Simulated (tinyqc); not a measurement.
p-type polysilicon, carrier trapping at grain boundaries: two steps of the calculation.

One-dimensional grains of size Lg, uniform ionised doping N, monovalent traps Qt at each boundary at a depth Et below (for electrons) or above (for holes) the band edge there, abrupt depletion of width W on each side of a boundary, Boltzmann statistics. xi is the distance from the band edge at the grain centre to the Fermi level. Trapped charge Qt/(1 + exp((xi + VB - Et)/Vt)) = 2 N W, barrier VB = q N W^2/(2 eps0 eps_r).

Inputs (values chosen for the exercise); values of the order met in polycrystalline silicon:

| symbol | value | unit | meaning |
|---|---|---|---|
| T | 300 | K | temperature |
| eps_r | 11.7 |  | relative permittivity |
| NB | 2.65e19 | cm^-3 | valence-band density of states at T |
| Lg | 32 | nm | grain size |
| Qt | 1.8e12 | cm^-2 | trap density of a grain boundary |
| Et | 0.36 | eV | depth of the trap level from the majority band edge at the boundary |
| ms | 0.58 | m0 | mass for thermionic emission |
| fe | 1 |  | correction factor of the emission rate |
| mug | 170 | cm^2/(V s) | mobility inside the grains |
| N | 2.4e18 | cm^-3 | doping |

Constants: q = 1.602176634e-19 C, kB = 1.380649e-23 J/K, m0 = 9.1093837015e-31 kg, Vt = kB T/q, eps0 = 8.8541878128e-14 F/cm where lengths are in cm. Results are converted to the units shown.

Question 1. New W. Partly depleted grain, xi = Vt ln(NB/N): f = 1/(1 + exp((xi + VB - Et)/Vt)), g = Qt f - 2 N W, g' = -2 Qt f (1 - f) VB/(W Vt) - 2 N, W(new) = W - g/g'.

W at the start = 3 nm

Find: VB; f; g; g'; W after iteration 1.

Answer 1.

VB = 0.016703 V
f = 0.99998
g = 3.5997e11 cm^-2
g' = -4.8001e11 cm^-2/nm
W after iteration 1 = 3.7499 nm

Question 2. Resistivity and effective mobility. n0 = NB exp(-xi/Vt); mean density n0 (1 - 2 W/Lg) by charge balance in a partly depleted grain, and n0 (sqrt(pi)/2) erf(u)/u with u = sqrt(VB/Vt) in a fully depleted one; v = sqrt(kB T/(2 pi ms m0)); barrier resistivity Vt exp(VB/Vt)/(q fe n0 v Lg); grain resistivity (1 - 2 W/Lg)/(q n0 mug); effective mobility 1/(q mean density total resistivity).

W = 3.7498982 nm
xi = 0.062088127 V
VB = 0.026097326 V

Wanted: n0; mean density; v; barrier resistivity; grain resistivity; resistivity; effective mobility.

Answer 2.

n0 = 2.400e18 cm^-3
mean density = 1.838e18 cm^-3
v = 3.532e6 cm/s
barrier resistivity = 0.01632 ohm cm
grain resistivity = 0.01171 ohm cm
resistivity = 0.02803 ohm cm
effective mobility = 121.2 cm^2/(V s)

The resistivity is 1.83 times that of a single crystal with the same N and mobility mug, and the mean density is 76.6 % of N.

Numbers from tinyqc (`OMP_NUM_THREADS=1 python tinyqc.py 2830198 2830199 out.jsonl`; about 0.01 s on one thread of a shared Intel Xeon 2.30GHz).
